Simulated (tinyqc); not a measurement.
From results to parameters: Morse oscillator. Computed by the program tinyqc.

Problem. A Morse oscillator has levels we (n + 1/2) - wexe (n + 1/2)^2 with wexe = we^2/(4 De) and we = a sqrt(2 De/m) in atomic units (1 hartree = 219474.63 cm^-1 = 27.211386 eV, 1 u = 1822.888 electron masses). Find we, wexe, De and a.

spacings 0-1 and 1-2 (cm^-1): 1213.962789  1203.833382
reduced mass = 12.609987 u

Solution. The spacings are we - 2 wexe and we - 4 wexe, so their difference is 2 wexe; De = we^2/(4 wexe) and a = sqrt(2 m wexe).

we, wexe (cm^-1): 1224.092  5.065
De = 9.1702 eV
a = 1.0300 1/bohr
